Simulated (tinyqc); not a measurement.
# Punch-through p+-n junction, ionisation integral and breakdown: what changes with what

A p+ layer at x < 0 and an n drift layer from x = 0 to L on an n+ substrate. Depletion approximation, built-in voltage neglected. Local ionisation coefficients alpha_n = an exp(-(bn/E)^mx), alpha_p = ap exp(-(bp/E)^mx). Electrons move towards +x, holes towards x = 0.

Parameters, values chosen for the exercise; material values close to those of silicon: relative permittivity eps_r = 11.9; prefactor of the electron ionisation coefficient an = 6.83e5 1/cm; field constant for electrons bn = 1.15e6 V/cm; prefactor of the hole ionisation coefficient ap = 1.69e6 1/cm; field constant for holes bp = 1.95e6 V/cm; exponent mx = 1; electron mobility of the drift layer mu = 1370 cm^2/(V s); donor density of the drift layer N = 6.8e16 cm^-3; thickness of the drift layer L = 0.27 um.

Constants: q = 1.602176634e-19 C, eps0 = 8.8541878128e-14 F/cm where lengths are in cm. Results are converted to the units shown.

Each table varies one quantity; the others keep the values above.

## Multiplication against voltage

W = sqrt(2 eps0 eps_r V/(q N)), peak field E0 = q N W/(eps0 eps_r), falling linearly to 0 at W; if W > L the layer is punched through: W = L, E0 = V/L + q N L/(2 eps0 eps_r), falling linearly to E1 = V/L - q N L/(2 eps0 eps_r). G(x) = integral from 0 to x of (alpha_n - alpha_p); I_n = integral of alpha_n exp(-G) (electrons injected at x = 0), I_p = integral of alpha_p exp(G(end) - G) (holes injected at the far edge); M = 1/(1 - I). Integrals on a fine grid; BV is where I_n = 1. Here BV = 11.7573 V; the Miller exponent is n = ln(1 - 1/M)/ln(V/BV).

Multiplication against voltage:
```
V (V)	E0 (kV/cm)	I_n	I_p	M_n	M_p	Miller n, electrons	Miller n, holes
4.7	314	0.0945	0.0135	1.10	1.01	2.57	4.70
5.88	357	0.179	0.0380	1.22	1.04	2.49	4.72
7.05	401	0.294	0.0894	1.42	1.10	2.39	4.72
8.23	444	0.440	0.187	1.78	1.23	2.30	4.70
9.41	488	0.609	0.355	2.56	1.55	2.22	4.65
10.1	514	0.718	0.497	3.54	1.99	2.18	4.60
10.8	540	0.833	0.680	5.99	3.12	2.15	4.54
11.3	558	0.919	0.837	12.3	6.13	2.13	4.49
11.6	569	0.972	0.942	35.5	17.2	2.12	4.46
```

Read the table: what changes, and by how much?

M_n rises from 1.104 to 35.5 and M_p from 1.014 to 17.2; both diverge at BV. The Miller exponent for electrons falls from 2.57 to 2.12 and that for holes goes from 4.70 through a maximum of 4.72 (at V = 7.05 among the rows listed) to 4.46. The larger multiplication belongs to electrons, whose coefficient at the peak field of the last row is 1.65 times the other.

## Effect of the drift doping

Same model as above.

Specific on-resistance Ron = L/(q mu N) with constant mobility and full ionisation.

Effect of the drift doping:
```
N (cm^-3)	BV (V)	E0 at BV (kV/cm)	W at BV (um)	Ron (mohm cm^2)	BV^2/Ron (MW/cm^2)	eps0 eps_r mu E0^3/4 (MW/cm^2)
5.7e15	12.3	467	0.270	0.0216	7.00	36.7
1.1e16	12.3	477	0.270	0.0112	13.4	39.1
2.1e16	12.2	495	0.270	0.00586	25.4	43.7
4e16	12.0	528	0.270	0.00308	47.2	53.1
7.7e16	11.6	590	0.270	0.00160	85.0	73.9
1.5e17	10.4	693	0.270	8.20e-4	132	120
2.8e17	7.97	824	0.193	4.39e-4	145	202
5.4e17	6.20	1.01e3	0.123	2.28e-4	169	371
```

What does the comparison show?

BV falls from 12.3 to 6.20 V while the critical field rises from 467 to 1010 kV/cm. BV goes as N^(0.00) between the first two rows and N^(-0.38) between the last two (a coefficient proportional to E^7 gives -0.75 without punch-through). BV^2/Ron rises from 7.00 to 169 MW/cm^2; the layer is punched through at breakdown in 6 of the 8 rows. In every row the layer is under 0.5 um wide or BV under 28 V, so dead space, tunnelling and the built-in voltage, all left out, matter.

## Effect of the drift thickness

Same model as above.

The value eps0 eps_r mu E0^3/4 holds for a triangular field; a layer that punches through can exceed it.

Effect of the drift thickness:
```
L (um)	BV (V)	E0 at BV (kV/cm)	W at BV (um)	Ron (mohm cm^2)	BV^2/Ron (MW/cm^2)	eps0 eps_r mu E0^3/4 (MW/cm^2)
0.083	5.84	747	0.0830	5.56e-4	61.4	150
0.11	6.83	678	0.110	7.37e-4	63.3	112
0.15	8.21	625	0.150	0.00100	67.0	88.0
0.2	9.79	593	0.200	0.00134	71.6	75.2
0.27	11.8	575	0.270	0.00181	76.4	68.6
0.36	13.8	569	0.360	0.00241	78.9	66.6
0.49	15.5	569	0.490	0.00328	72.8	66.4
0.65	15.6	569	0.550	0.00435	56.2	66.4
0.88	15.6	569	0.550	0.00590	41.5	66.4
```

BV rises from 5.84 to 15.6 V and saturates once L exceeds the free depleted width of 0.550 um, while Ron keeps rising as L. BV^2/Ron goes from 61.4 through a maximum of 78.9 (at L = 0.36 um among the rows listed) to 41.5 MW/cm^2. The best row has L = 0.65 of that width: the last part of the triangle adds little voltage but its full share of resistance. In every row the layer is under 0.5 um wide or BV under 28 V, so dead space, tunnelling and the built-in voltage, all left out, matter.

Program tinyqc, `OMP_NUM_THREADS=1 python tinyqc.py 2120109 2120110 out.jsonl`; Intel Xeon 2.30GHz, shared host, one thread, about 0.06 s.
